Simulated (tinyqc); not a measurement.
Spherical quantum dot: one step. The matching condition at a trial energy.

A sphere of radius R, isotropic masses, c = hbar^2/2m0, k = sqrt(mw E/c), kappa = sqrt(mb (V0 - E)/c). State n l is the spherical Bessel function j_l(k r) inside and k_l(kappa r) outside; psi and psi'/m are continuous: (k/mw) j_l'(kR)/j_l(kR) = (kappa/mb) k_l'(kappa R)/k_l(kappa R). For l = 0 this reads kR cot(kR) = 1 - (mw/mb)(1 + kappa R).

Constants: hbar^2/2m0 = 3.80998211 eV angstrom^2.

Parameters, chosen for this exercise (near those of a GaAs dot in AlGaAs; not measured data): R = 133 angstrom (radius); V0 = 0.17 eV (barrier height); mw = 0.0688 m0 (mass inside); mb = 0.0844 m0 (mass outside); E = 0.0207 eV (trial energy).

Question. Both sides for the lowest state, in the form for l = 0.

Give: k R; kappa R; left side; right side.

Answer.

k R = 2.5714
kappa R = 7.6488
left side = -4.0100
right side = -6.0502

The left side falls with E and the right side rises; here the left is the larger, so the level lies above the trial energy.

Program tinyqc; command `OMP_NUM_THREADS=1 python tinyqc.py 1250971 1250972 out.jsonl`; about 0.04 s on one thread of a shared Intel(R) Xeon(R) Processor @ 2.30GHz.
